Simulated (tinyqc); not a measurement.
# Well width from the intersubband spacing

Problem. In an empty well of width L and depth Vb, level k solves kw L/2 = (k - 1) pi/2 + arctan(sqrt((mw/mb)(Vb - E)/E)) with kw = sqrt(mw E/C), C = hbar^2/(2 m0). Find L, E1 and E2 from the spacing.

Inputs (values chosen for the exercise); material values those of a made-up well:
```
symbol,value,unit,meaning
mw,0.0808,m0,mass along z in the well
mb,0.0939,m0,mass along z in the barriers
Vb,0.219,eV,barrier height
```

Constants: q = 1.602176634e-19 C, hbar = 1.054571817e-34 J s, m0 = 9.1093837015e-31 kg, hbar^2/(2 m0) = 0.0380998212 eV nm^2. Results are converted to the units shown.

E2 - E1 = 16.818104 meV

Answer. Both levels are solved for trial widths until their difference matches. A second level is bound only for L above 4.61 nm, and over that range one width gives this spacing.

L = 25.6 nm
E1 = 5.62 meV
E2 = 22.4 meV

tinyqc, about 0.7 s, one thread, Intel Xeon 2.30GHz (shared host): `OMP_NUM_THREADS=1 python tinyqc.py 2140015 2140016 out.jsonl`
